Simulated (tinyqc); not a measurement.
True capacitance, leakage and series resistance from two frequencies.

Question. A capacitance C in parallel with G and in series with Rs is measured as Cp and D = Gp/(w Cp) at two frequencies. The series reading Cs = Cp (1 + D^2) equals C + G^2/(w^2 C), and Re Z = D/(w Cp (1 + D^2)) = Rs + G/(G^2 + w^2 C^2). Find C, G and Rs.

f (Hz): 2e5  2e6
Cp (pF): 1.63617595  1.63614574
D: 0.269179945  0.0311935764

Answer. w^2 Cs = w^2 C + G^2/C is a straight line in w^2 with slope C; the intercept gives G, and the real part then gives Rs.

C = 1.637 pF
G = 0.5526 uS
Rs = 210.0 ohm

Numbers from tinyqc (`OMP_NUM_THREADS=1 python tinyqc.py 2022157 2022158 out.jsonl`; about 0.01 s on one thread of a shared Intel Xeon 2.30GHz).
